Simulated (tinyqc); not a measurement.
Born-von Karman spring model of a cubic crystal with one atom per cell: one step, computed by the program tinyqc.

First neighbours lie at a/2 (1,1,0) (12 of them), second at a (1,0,0) (6), with all permutations and signs; the volume per atom is Omega = a^3/4. Two shells of springs match a real metal only roughly, above all at the zone boundary.

Problem. Frequencies and polarisations. Diagonalise D. An eigenvalue lambda of D in eV/(angstrom^2 u) gives nu = 15.6333042 THz x sqrt(lambda). Eigenvectors are columns, with the largest component positive; the longitudinal weight is (e.q)^2/q^2.

Inputs (values chosen for the exercise, modelled on copper).

Lattice: fcc.

wave vector q (2 pi/a): [0.0063, 0.17, 0.25]

D(q) (eV/(angstrom^2 u)):
```
,x,y,z
x,0.02124296,0.00060303,0.00083767
y,0.00060303,0.02758818,0.02154582
z,0.00083767,0.02154582,0.03721029
```

Constants: nu for 1 eV/(angstrom^2 u) = 15.6333042 THz.

Give: eigenvalues; frequencies; polarisation vectors; longitudinal weights.

Solution.

eigenvalues (eV/(angstrom^2 u)): [0.01032, 0.02121, 0.05451]

frequencies (THz): [1.588, 2.277, 3.650]

polarisation vectors:
```
,mode 1,mode 2,mode 3
x,0.0049,0.9995,0.0310
y,0.7803,-0.0232,0.6250
z,-0.6254,-0.0211,0.7800
```

longitudinal weights: [0.0061, 0.0001, 0.9938]

Mode 3 is the most longitudinal, with weight 0.99.
